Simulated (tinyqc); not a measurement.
# Metal-interlayer-semiconductor contact, depinning against tunnelling resistance: contact resistivity against the temperature

Zero bias, n-type semiconductor. Gap states at the semiconductor surface thin out as exp(-be ti), which unpins the barrier; electrons must then cross the interlayer (a rectangular barrier, no voltage drop across it) and the parabolic depleted layer, both by WKB. Energies E are counted from the Fermi level; no image force, parabolic bands.

Nc is given at 300 K and scales as (T/300 K)^1.5. S = 1/(1 + (1/S0 - 1) exp(-be ti)); phiB = S (phiM - chi) + (1 - S)(Eg - E0); xi = Ec - EF deep inside, from Nd = Nc F(-xi/Vt), F(x) = (2/sqrt(pi)) int_0^infinity sqrt(u) du/(1 + exp(u - x)); band bending U = phiB - xi; E00 = (hbar/2) sqrt(Nd/(eps0 eps_r mt m0)) in volts; A = 4 pi q mA m0 kB^2/h^3. With U = phiB - xi: for xi < E < phiB, y = (E - xi)/U and G1 = (U/E00) [sqrt(1 - y) - y ln((1 + sqrt(1 - y))/sqrt(y))], G1 = 0 above phiB; G2 = 2 ti sqrt(mi max(phiB + dE - E, 0)/C), C = hbar^2/(2 m0); f = 1/(1 + exp(E/Vt)); 1/rho_c = (A T^2/Vt^2) times the integral of exp(-G1 - G2) f over E from xi upwards. Shares under 0.001 % are printed as 0; rows without band bending are left out.

Parameters, values chosen for the exercise; semiconductor values close to those of silicon; interlayer mass of the order of that in aluminium oxide, offset chosen freely:
- Eg = 1.12 eV (band gap)
- eps_r = 11.9 (relative permittivity)
- chi = 3.97 eV (electron affinity)
- Nc = 2.8e19 cm^-3 (conduction-band density of states at the reference temperature)
- mt = 0.187 m0 (tunnelling mass in the semiconductor)
- mA = 2.1 m0 (Richardson mass)
- Nd = 1.1e19 cm^-3 (donor density)
- E0 = 0.35 eV (charge-neutrality level above the valence band)
- S0 = 0.28 (pinning factor without interlayer)
- phiM = 4.3 eV (metal work function)
- ti = 0.6 nm (interlayer thickness)
- dE = 2.54 eV (conduction-band offset of the interlayer above the semiconductor)
- mi = 0.36 m0 (tunnelling mass in the interlayer)
- be = 3.4 1/nm (decay constant of gap states through the interlayer)

Constants: q = 1.602176634e-19 C, kB = 1.380649e-23 J/K, eps0 = 8.8541878128e-12 F/m, hbar = 1.054571817e-34 J s, h = 6.62607015e-34 J s, m0 = 9.1093837015e-31 kg, Vt = kB T/q, hbar^2/(2 m0) = 0.0380998212 eV nm^2. Results are converted to the units shown.

The same in every row: S = 0.749; phiB (eV) = 0.440.

Contact resistivity against the temperature:
```
T (K)	E00/Vt	rho_c (ohm cm^2)	rho_c with G2 = 0 (ohm cm^2)	peak of the integrand (eV)	share above phiB (%)
150	3.19	0.0153	2.71e-5	0.0124	0
200	2.40	0.00900	1.64e-5	0.0313	0
250	1.92	0.00490	9.27e-6	0.0589	0.00137
300	1.60	0.00256	5.04e-6	0.0948	0.0260
350	1.37	0.00133	2.72e-6	0.135	0.180
400	1.20	7.01e-4	1.50e-6	0.176	0.680
450	1.06	3.85e-4	8.52e-7	0.214	1.74
500	0.958	2.21e-4	5.05e-7	0.248	3.48
```

As T goes from 150 to 500, phiB stays at 0.440 eV and rho_c falls from 0.0153 to 2.21e-4 ohm cm^2. The apparent activation energy is 0.174 eV between the last two rows (from rho_c T against 1/T), against phiB = 0.440 eV for pure thermionic emission. The ratio of rho_c to its value with G2 = 0 runs from 564 to 438.

Range of the model: The depletion charge would drop about 0.094 V across such an interlayer (eps_r near 9) at ti = 0.6 nm and Nd = 1.1e19 cm^-3, against a band bending of 0.42 V; this model leaves that drop out.

tinyqc, about 0.04 s, one thread, Intel Xeon 2.30GHz (shared host): `OMP_NUM_THREADS=1 python tinyqc.py 2270129 2270130 out.jsonl`
